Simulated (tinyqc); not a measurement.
Size effects in the resistivity of thin metal films and interconnect lines: one step, computed by the program tinyqc.

Electrons lose their drift at surfaces (a share 1 - p of the hits) and at grain boundaries (reflection R), besides bulk scattering. The line sits in a trench with a non-conducting liner on both walls and the bottom; the spacing equals the drawn width.

Question. Grain boundaries. Mayadas-Shatzkes: alpha = (lambda/D) R/(1 - R); rho_b/rho = 1 - 3 alpha/2 + 3 alpha^2 - 3 alpha^3 ln(1 + 1/alpha).

Inputs (values chosen for the exercise, modelled on silver): bulk mean free path lambda = 54.5 nm; grain-boundary reflection R = 0.26.

Geometry: line.

grain size D = 2.244 nm

Give: alpha; rho/rho_b from grains.

Answer.

alpha = 8.5333

rho/rho_b from grains = 12.440

The linear estimate 1 + 3 alpha/2 gives 13.800, 11 % high; at large alpha the slope is 4/3.
